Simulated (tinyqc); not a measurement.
Worked calculation: carrier statistics of a doped semiconductor with parabolic bands. Values are carried at full precision from step to step, so a last printed digit may differ when a step is redone from the rounded ones.

Constants: kB = 8.617333262e-05 eV/K; hbar^2/2m0 = 3.80998211 eV angstrom^2.

Inputs chosen for the exercise (near those of GaSb; the results hold for these values, not for the real material): Eg0 = 0.8127 eV (gap at 0 K); al = 0.00042 eV/K (Varshni alpha); be = 140 K (Varshni beta); T = 350 K; ml = 0.039 m0 (longitudinal electron mass); mt = 0.039 m0 (transverse electron mass); Mv = 1 (equivalent valleys); mhh = 0.399 m0 (heavy-hole mass); mlh = 0.0496 m0 (light-hole mass); ND = 1.8e+14 1/cm^3 (donors); NA = 2.5e+12 1/cm^3 (acceptors); ED = 0.00299 eV (donor level below Ec); EA = 0.0131 eV (acceptor level above Ev).

## Gap and thermal energy

Eg(T) = Eg0 - al T^2/(T + be) (Varshni).

Eg = 0.70770 eV
kT = 0.030161 eV

The gap has shrunk by 105.0 meV from 0 K and is 23.5 kT wide.

## Effective densities of states

m_de = Mv^(2/3) (ml mt^2)^(1/3); m_dh = (mhh^(3/2) + mlh^(3/2))^(2/3); N = 2 (m kB T/(4 pi c))^(3/2) with c = hbar^2/2m0, in 1/angstrom^3; times 1e24 for 1/cm^3.

m_de = 0.0390 m0
m_dh = 0.4106 m0
Nc = 2.4355e+17 1/cm^3
Nv = 8.3192e+18 1/cm^3

The light holes supply 4.2 % of Nv, and Nc/Nv = 0.0293.

## Intrinsic density and level

With Boltzmann statistics ni = sqrt(Nc Nv) exp(-Eg/2kT) and Ei = Eg/2 + (kT/2) ln(Nv/Nc), counted from Ev.

ni = 1.14e+13 1/cm^3
Ei = 0.4071 eV

Ei lies 53.2 meV above midgap, towards the band with the smaller density of states.

## Neutrality by bisection

Energies are counted from Ev, so Ec = Eg. n = Nc F_1/2((EF - Eg)/kT), p = Nv F_1/2(-EF/kT), ND+ = ND/(1 + 2 exp((EF - Eg + ED)/kT)), NA- = NA/(1 + 4 exp((EA - EF)/kT)); neutrality asks p + ND+ = n + NA-. F_j(eta) = (1/Gamma(j + 1)) integral_0^infinity x^j dx/(1 + exp(x - eta)), which tends to exp(eta) for eta << 0.

Start from the bracket [-0.2 eV, Eg + 0.2 eV]; at the midpoint EF take the sign of p + ND+ - n - NA-; where it is positive EF must rise. Fourteen steps are shown.

Bisection (eV, 1/cm^3):
```
step       low     high       EF         n         p       ND+       NA-  sign
1     -0.20000  0.90770  0.35385  1.96e+12  6.68e+13  1.80e+14  2.50e+12     +
2      0.35385  0.90770  0.63077  1.85e+16  6.88e+09  1.54e+14  2.50e+12     -
3      0.35385  0.63077  0.49231  1.93e+14  6.78e+11  1.80e+14  2.50e+12     -
4      0.35385  0.49231  0.42308  1.94e+13  6.73e+12  1.80e+14  2.50e+12     +
5      0.42308  0.49231  0.45770  6.12e+13  2.14e+12  1.80e+14  2.50e+12     +
6      0.45770  0.49231  0.47500  1.09e+14  1.20e+12  1.80e+14  2.50e+12     +
7      0.47500  0.49231  0.48366  1.45e+14  9.03e+11  1.80e+14  2.50e+12     +
8      0.48366  0.49231  0.48799  1.67e+14  7.82e+11  1.80e+14  2.50e+12     +
9      0.48799  0.49231  0.49015  1.79e+14  7.28e+11  1.80e+14  2.50e+12     -
10     0.48799  0.49015  0.48907  1.73e+14  7.55e+11  1.80e+14  2.50e+12     +
11     0.48907  0.49015  0.48961  1.76e+14  7.41e+11  1.80e+14  2.50e+12     +
12     0.48961  0.49015  0.48988  1.78e+14  7.35e+11  1.80e+14  2.50e+12     +
13     0.48988  0.49015  0.49001  1.79e+14  7.31e+11  1.80e+14  2.50e+12     -
14     0.48988  0.49001  0.48995  1.78e+14  7.33e+11  1.80e+14  2.50e+12     -
```

Each step halves the bracket, which is 0.135 meV wide at the last row.

## The neutral state

Solve the neutrality condition for EF to convergence.

EF = 0.4899 eV
n = 1.78e+14 1/cm^3
p = 7.34e+11 1/cm^3
ND+ = 1.80e+14 1/cm^3
NA- = 2.50e+12 1/cm^3

The material is n-type; 99.8 % of the donors are ionised. EF lies 7.22 kT inside the gap from the conduction edge, so Boltzmann statistics would serve; n p/(Nc Nv exp(-Eg/kT)) = 1.000.

## Checks

- F_1/2(1) by the trapezoid rule against adaptive quadrature: both 1.575641.
- Positive against negative charge at the solution (1/cm^3): both 1.80444e+14.

Run: tinyqc, `OMP_NUM_THREADS=1 python tinyqc.py 1651740 1651741 out.jsonl`; Intel(R) Xeon(R) Processor @ 2.30GHz, one thread, shared host; about 0.01 s of CPU time with all checks.
